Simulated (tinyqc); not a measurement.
Arrhenius plot: admittance spectroscopy and thermally stimulated current of one trap level in a depletion layer. Computed by tinyqc, a small Python program. Command: `OMP_NUM_THREADS=1 python tinyqc.py 3114020 3114021 out.jsonl admit walk`. One thread of a shared host (Intel(R) Xeon(R) Processor @ 2.30GHz), about 0.01 s of CPU time with the checks.

A Schottky junction on n-type material holds one donor-like electron trap; shallow donors are fully ionised and abrupt depletion edges are assumed.

Inputs (values chosen for the exercise, modelled on n-type GaAs):
```
quantity                         value    unit
density-of-states mass m        0.0676     m_0
shallow doping N               3.8e+15  1/cm^3
trap depth E_t below the band    0.551      eV
capture cross section sigma    6.6e-16    cm^2
test frequency f                900000      Hz
```

Constants: k_B = 1.380649e-23 J/K; m_0 = 9.1093837015e-31 kg; h = 6.62607015e-34 J s; k_B = 8.617333262e-05 eV/K.

Method:
- N_c = 2 (2 pi m k_B T/h^2)^(3/2), v_th = sqrt(3 k_B T/m), emission rate e_n = sigma v_th N_c exp(-E_t/(k_B T)).
- Where the level crosses the Fermi level capture equals emission, so the trap follows the signal with the rate 2 e_n; G/omega peaks at omega = 2 e_n (the correction for large N_t/N is left out).
- Solve 2 e_n(T_p) = 2 pi f.
- T_p for 0.1, 0.3, 1, 3 and 10 f; least-squares lines of ln(e_n/T^2) and of ln(e_n) against 1/(k_B T), e_n = pi f; sigma = exp(intercept)/(v_th N_c/T^2).

peak temperature T_p = 641.938 K

Peaks:
```
f (Hz)    T_p (K)  1/(k_B T) (1/eV)  ln(e_n/T^2)  ln(e_n)
9.00e+04   537.03            21.609      -0.0198   12.552
2.70e+05   582.80            19.912       0.9152   13.651
9.00e+05   641.94            18.077       1.9259   14.855
2.70e+06   706.29            16.430       2.8334   15.953
9.00e+06   791.62            14.659       3.8093   17.157
```

depth from e_n/T^2 = 0.551 eV

cross section from the intercept = 6.60e-16 cm^2

depth without the T^2 = 0.66241 eV

What follows from these numbers?

Leaving out T^2 adds 111 meV, near 2 k_B T_p = 111 meV.

Extremes, crossings and ranges named in words are read from the listed rows.
